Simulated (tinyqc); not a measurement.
Double-gate transistor below threshold, two-dimensional Poisson equation on a small mesh: two steps of the calculation.

Half of a symmetric double-gate structure: row 0 is the mid-plane of the body, where the normal field vanishes. Mobile charge is neglected (subthreshold), the body is fully depleted, and potentials are counted from the intrinsic level; rows run upward to the gate, columns from source to drain.

Parameters, values chosen for the exercise:
- T = 250 K (temperature)
- Vbi = 0.46 V (potential of the source)

Constants: q = 1.602176634e-19 C, kB = 1.380649e-23 J/K, Vt = kB T/q. Results are converted to the units shown.

Problem 1. Over-relaxation sweep (omega = 1.5). Free nodes: rows 0..3, columns 1..4, taken row by row from row 0, left to right. t = (up psi(above) + dn psi(below) + lat [psi(left) + psi(right)] + s)/(up + dn + 2 lat), with the newest neighbours; psi(new) = psi + 1.5 (t - psi).

psi after iteration 1 (V):
```
	j=0	j=1	j=2	j=3	j=4	j=5
row 0	0.46000000	0.47000000	0.48000000	0.49000000	0.50000000	0.51000000
row 1	0.46000000	0.47000000	0.48000000	0.49000000	0.50000000	0.51000000
row 2	0.46000000	0.31408940	0.29913287	0.30216187	0.30766103	0.51000000
row 3	0.24500000	0.16117260	0.13594139	0.13152008	0.13225746	0.27000000
row 4	0.03000000	0.03000000	0.03000000	0.03000000	0.03000000	0.03000000
```

```
row	up	dn	lat	s (V)
0	28.512000	0	1.3921875	0
1	28.512000	28.512000	2.7843750	0
2	39.111111	28.512000	7.5796875	0
3	39.111111	39.111111	12.375000	0
```

Find: psi after iteration 2.

Solution 1.

psi after iteration 2 (V):
```
	j=0	j=1	j=2	j=3	j=4	j=5
row 0	0.46000	0.47000	0.48000	0.49000	0.50000	0.51000
row 1	0.46000	0.36347	0.34931	0.35293	0.35943	0.51000
row 2	0.46000	0.24922	0.20297	0.19459	0.22236	0.51000
row 3	0.24500	0.14716	0.11499	0.10677	0.14557	0.27000
row 4	0.03000	0.03000	0.03000	0.03000	0.03000	0.03000
```

Problem 2. Barrier, swing and barrier lowering. The barrier is read along row 0, the path farthest from the gate. Take the node j of lowest psi: barrier Vbi - psi_j; swing Vt ln 10/(d psi_j/dVg); DIBL = (d psi_j/dVd)/(d psi_j/dVg). The derivatives solve the same equations with s = 0 and a unit change of that voltage.

converged psi (V):
```
	j=0	j=1	j=2	j=3	j=4	j=5
row 0	0.46000000	0.20654034	0.11484659	0.11945311	0.22541325	0.51000000
row 1	0.46000000	0.19864161	0.11014443	0.11450420	0.21669125	0.51000000
row 2	0.46000000	0.17386191	0.09637421	0.10000185	0.18930502	0.51000000
row 3	0.24500000	0.11536130	0.07061566	0.07282581	0.12449700	0.27000000
row 4	0.03000000	0.03000000	0.03000000	0.03000000	0.03000000	0.03000000
```

d psi/dVg on row 0: j=0 0.00000000, j=1 0.59125979, j=2 0.80846187, j=3 0.80846187, j=4 0.59125979, j=5 0.00000000
d psi/dVd on row 0: j=0 0.0000000, j=1 0.0156409, j=2 0.0497039, j=3 0.1418342, j=4 0.3930993, j=5 1.0000000

Give: j; barrier; swing; DIBL.

Solution 2.

j = 2
barrier = 0.3452 V
swing = 61.36 mV/decade
DIBL = 61.48 mV/V

tinyqc, about 0.1 s, one thread, Intel Xeon 2.30GHz (shared host): `OMP_NUM_THREADS=1 python tinyqc.py 2480083 2480084 out.jsonl`
